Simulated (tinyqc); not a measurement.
# Changing the miscut angle

Model: epitaxial growth on a vicinal surface: Burton-Cabrera-Frank step flow, step-edge barrier and island nucleation. Computed by tinyqc, a small Python program. Command: `OMP_NUM_THREADS=1 python tinyqc.py 3028990 3028991 out.jsonl stepflow sweep`. One thread of a shared host (Intel(R) Xeon(R) Processor @ 2.30GHz), about 0.04 s of CPU time with the checks.

Adatoms land at rate F, hop on a square grid (a simplification for hexagonal faces), desorb, or join steps. Lengths are in units of a and n is the adatom coverage. Steps ascend at x = 0 and descend at x = l.

Inputs (values chosen for the exercise, close to those used for GaN(0001)):

| quantity | value | unit |
|---|---|---|
| site spacing a | 3.19 | angstrom |
| step height h | 2.59 | angstrom |
| diffusion barrier E_d | 1.37 | eV |
| desorption energy E_a | 3.02 | eV |
| adatom formation energy E_f | 1.15 | eV |
| step-edge barrier E_s | 0 | eV |
| attempt frequency nu | 1 | THz |
| deposition rate F | 0.052 | layers/s |
| temperature T | 1030 | C |
| critical nucleus size i | 3 | - |
| binding energy of the critical nucleus E_i | 0.82 | eV |

Constants: k_B = 8.617333262e-05 eV/K.

Method:
- D = nu exp(-E_d/(k_B T)) (a^2/s, nu counted per direction); tau = exp(E_a/(k_B T))/nu; x_s = sqrt(D tau); n_eq = exp(-E_f/(k_B T)); terrace width l = h/(a tan(miscut)); Schwoebel length l_s = exp(E_s/(k_B T)) - 1.
- Temperatures in kelvin are T(C) + 273.15.
- D n'' - n/tau + F = 0 with n(0) = n_eq and -l_s n'(l) = n(l) - n_eq. With u = n - F tau, A = n_eq - F tau, y = l/x_s, s = l_s/x_s: u = A cosh(x/x_s) + B sinh(x/x_s), B = A (1 - cosh y - s sinh y)/(sinh y + s cosh y). Flux into the ascending step J+ = D B/x_s, over the descending one J- = -(D/x_s)(A sinh y + B cosh y); step velocity J+ + J-; growth rate (J+ + J-)/l. For small y: J+ + J- = (F - n_eq/tau) l, J-/J+ = l/(l + 2 l_s).
- The coverage peaks where n' = 0, tanh(x/x_s) = -B/A.
- Island density on a flat surface without desorption: N = 0.25 (F/D)^(i/(i+2)) exp(E_i/((i+2) k_B T)) per site, with E_i = 0 for i = 1; spacing l_n = N^(-1/2). Step flow needs an effective width l_eff = 2 x(peak) below l_n.

One run for each value:

| miscut angle (degrees) | ratio l_eff/l_n | growth rate (layers/s) | peak coverage | terrace width l (a) |
|---|---|---|---|---|
| 0.03 | 6.4699e+00 | 0.047992 | 0.0028444 | 1.5506e+03 |
| 0.062 | 3.1306e+00 | 0.050936 | 0.0007446 | 7.5031e+02 |
| 0.13 | 1.4931e+00 | 0.051696 | 0.0002000 | 3.5784e+02 |
| 0.26 | 7.4653e-01 | 0.051868 | 0.0000769 | 1.7892e+02 |
| 0.55 | 3.5290e-01 | 0.051912 | 0.0000449 | 8.4578e+01 |
| 1.1 | 1.7643e-01 | 0.051922 | 0.0000380 | 4.2285e+01 |
| 2.3 | 8.4345e-02 | 0.051925 | 0.0000362 | 2.0215e+01 |
| 4.8 | 4.0343e-02 | 0.051925 | 0.0000358 | 9.6688e+00 |
| 10 | 1.9212e-02 | 0.051925 | 0.0000357 | 4.6046e+00 |

What does the table show, and why?

Over the rows, ratio l_eff/l_n falls from 6.47 to 0.0192 (exponent d ln y / d ln x about -1.0 throughout); growth rate (layers/s) rises from 0.0480 to 0.0519; peak coverage falls from 0.00284 to 3.57e-5 (exponent d ln y / d ln x -1.8 between the first rows and -0.0036 between the last). The exponent of ratio l_eff/l_n stays between -1.01 and -1.00, near -1: terraces narrow as the miscut grows. At the high end the exponent of growth rate is 0.00, close to 0: the steps stand close against x_s, so their spacing does not matter. At the high end the exponent of peak coverage is 0.00, close to 0: the coverage stays near n_eq.

Caution (rows 0.0300, 0.0620, 0.130): twice the distance from the ascending step to the coverage peak exceeds the expected island spacing [0.25 (F/D)^(i/(i+2)) exp(E_i/((i+2) k_B T))]^(-1/2) by 40 % or more, so islands nucleate and the step-flow values are formal. Caution (all rows): the prefactor 0.25 and the criterion are estimates, good to a factor of about two in length. Caution (rows 4.80, 10.0): terraces under ten sites wide are at the edge of a continuum description.

Extremes, crossings and ranges named in words are read from the listed rows.
